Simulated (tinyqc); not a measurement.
From results back to parameters: three-band tight binding of a dichalcogenide monolayer. Five cases, with inputs chosen for the exercise.

Problem. In the three-band model the dz2 level is e1 + 6 t0 at Gamma and e1 - 3 t0 at K; without spin-orbit coupling the other levels are e2 + 3 s at Gamma (twofold) and e2 - 3s/2 -/+ 3 sqrt3 t12 at K, s = t11 + t22, t12 > 0. The levels below come from hidden values.

Find: e1, t0, e2, t11 + t22, t12.

Method. The dz2 levels differ by 9 t0. The level at Gamma lies 9s/2 above the mean of the two at K, whose splitting is 6 sqrt3 t12. t1, t2 and t11 - t22 need masses or other points.

Case 1.

dz2 levels (eV): Gamma -0.1110, K 1.7700

other levels (eV): Gamma 2.94000, K lower -0.04463, K upper 3.93563

Solution.

e1, t0, e2, t11 + t22, t12 (eV): 1.143  -0.209  2.277  0.221  0.383

Case 2.

dz2 levels (eV): Gamma -0.2150, K 1.4950

other levels (eV): Gamma 3.09100, K lower 0.08599, K upper 3.02701

Solution.

e1, t0, e2, t11 + t22, t12 (eV): 0.925  -0.190  2.068  0.341  0.283

Case 3.

dz2 levels (eV): Gamma -0.4220, K 1.1260

other levels (eV): Gamma 3.34500, K lower 0.04351, K upper 2.50649

Solution.

e1, t0, e2, t11 + t22, t12 (eV): 0.610  -0.172  1.965  0.460  0.237

Case 4.

dz2 levels (eV): Gamma -0.0480, K 1.5900

other levels (eV): Gamma 2.90400, K lower -0.10678, K upper 3.45778

Solution.

e1, t0, e2, t11 + t22, t12 (eV): 1.044  -0.182  2.085  0.273  0.343

Case 5.

dz2 levels (eV): Gamma -0.0680, K 1.6060

other levels (eV): Gamma 2.93100, K lower -0.08080, K upper 3.43180

Solution.

e1, t0, e2, t11 + t22, t12 (eV): 1.048  -0.186  2.094  0.279  0.338

Computed by tinyqc, one run a case: `OMP_NUM_THREADS=1 python tinyqc.py N N+1 out.jsonl` with N = 1451195, 1451258, 1451349, 1451410, 1451418; one thread of a shared Intel(R) Xeon(R) Processor @ 2.30GHz, about 0.03 s a run at most.
